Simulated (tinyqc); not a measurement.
Mass and degeneracy from charge and saturation current.

Problem. At high drain voltage only states moving towards the drain are filled: n = (N0/2) F_0(eta), N0 = gv m kB T/(pi hbar^2), F_0(x) = ln(1 + exp x), and I = q (N0/2) vT F_(1/2)(eta) per width, vT = sqrt(2 kB T/(pi m)), F_(1/2)(x) = (2/sqrt(pi)) int_0^infinity u^(1/2)/(1 + exp(u - x)) du. Find eta and m.

Inputs (values chosen for the exercise):
- T = 350 K (temperature)
- gv = 2 (valley degeneracy)

Constants: q = 1.602176634e-19 C, kB = 1.380649e-23 J/K, hbar = 1.054571817e-34 J s, m0 = 9.1093837015e-31 kg. Results are converted to the units shown.

n = 1.6577142e13 cm^-2
I = 7415.2351 uA/um

Answer. The mass drops out of I^2/(q^2 n) = gv (kB T)^2 F_(1/2)^2/(pi^2 hbar^2 F_0), which rises with eta and so fixes it; n then gives m.

eta = 7.15
m = 0.184 m0

Numbers from tinyqc (`OMP_NUM_THREADS=1 python tinyqc.py 2400033 2400034 out.jsonl`; about 0.01 s on one thread of a shared Intel Xeon 2.30GHz).
